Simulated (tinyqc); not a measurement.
## Carrier lifetime of a p-type layer with SRH, radiative, Auger and surface recombination: effect of the temperature at dn = 2e15 cm^-3

Uniform excess density dn = dp (no trapping), n = n0 + dn, p = p0 + dn, Boltzmann statistics, full ionisation. Surfaces enter as a rate 2 S dn/d, which holds while diffusion to them is fast.

Nc and Nv are given at 250 K and scale as (T/250 K)^1.5; all else is held fixed. ni = sqrt(Nc Nv) exp(-Eg/(2 Vt)), Eg in volts; majority density N/2 + sqrt(N^2/4 + ni^2), n0 p0 = ni^2; n1 = Nc exp(-Et/Vt), p1 = Nv exp((Et - Eg)/Vt); tn0 = 1/(sn vth Nt), tp0 = 1/(sp vth Nt). With e = n p - ni^2 = dn (n0 + p0 + dn): U_SRH = e/(tp0 (n + n1) + tn0 (p + p1)), U_rad = B e, U_Aug = (Cn n + Cp p) e, U_s = 2 S dn/d. Each tau is dn over its rate; tau = dn/U with U the sum. Here dn = 2e15 cm^-3.

Inputs (values chosen for the exercise); band and dielectric values close to those of In0.53Ga0.47As:
- Eg = 0.729 eV (band gap)
- Nc = 1.57e17 cm^-3 (conduction-band density of states at the reference temperature)
- Nv = 5.79e18 cm^-3 (valence-band density of states at the reference temperature)
- B = 1.02e-10 cm^3/s (radiative coefficient)
- N = 2.7e15 cm^-3 (acceptor density)
- Cn = 2e-29 cm^6/s (Auger coefficient (two electrons))
- Cp = 3.4e-30 cm^6/s (Auger coefficient (two holes))
- Nt = 4.5e10 cm^-3 (trap density)
- sn = 1e-15 cm^2 (capture cross-section for electrons)
- sp = 6e-14 cm^2 (capture cross-section for holes)
- vth = 1.4e7 cm/s (thermal velocity (both carriers))
- Et = 0.56 eV (trap level below the conduction band)
- S = 3 cm/s (surface recombination velocity (both faces))
- d = 40 um (sample thickness)

Constants: q = 1.602176634e-19 C, kB = 1.380649e-23 J/K, Vt = kB T/q. Results are converted to the units shown.

The same in every row: tau_s (s) = 6.667e-4.

Results:
```
T (K)  tau_SRH (s)  tau_rad (s)  tau_Aug (s)   tau (s)  radiative share (%)  largest path
200       0.001676     2.086e-6     0.003801  2.076e-6                99.51     radiative
240       0.002118     2.086e-6     0.003801  2.076e-6                99.54     radiative
280       0.003703     2.086e-6     0.003801  2.077e-6                99.58     radiative
360        0.01615     2.086e-6     0.003801  2.078e-6                99.62     radiative
400        0.03097     2.085e-6     0.003798  2.077e-6                99.63     radiative
440        0.05435     2.079e-6     0.003775  2.071e-6                99.63     radiative
480        0.08715     2.041e-6     0.003640  2.034e-6                99.64     radiative
```

Estimate the missing row, T = 320 K.

Computed row:
```
T (K)  tau_SRH (s)  tau_rad (s)  tau_Aug (s)   tau (s)  radiative share (%)  largest path
320       0.007771     2.086e-6     0.003801  2.078e-6                99.61     radiative
```

With this row back in the table: Radiative recombination leads at T = 200 and in all other rows. tau_SRH rises from 0.00168 to 0.0871 s and the total lifetime goes from 2.076e-6 through a maximum of 2.078e-6 (at T = 360 among the rows listed) to 2.034e-6 s.

Program tinyqc, `OMP_NUM_THREADS=1 python tinyqc.py 2300068 2300069 out.jsonl`; Intel Xeon 2.30GHz, shared host, one thread, about 0.01 s.
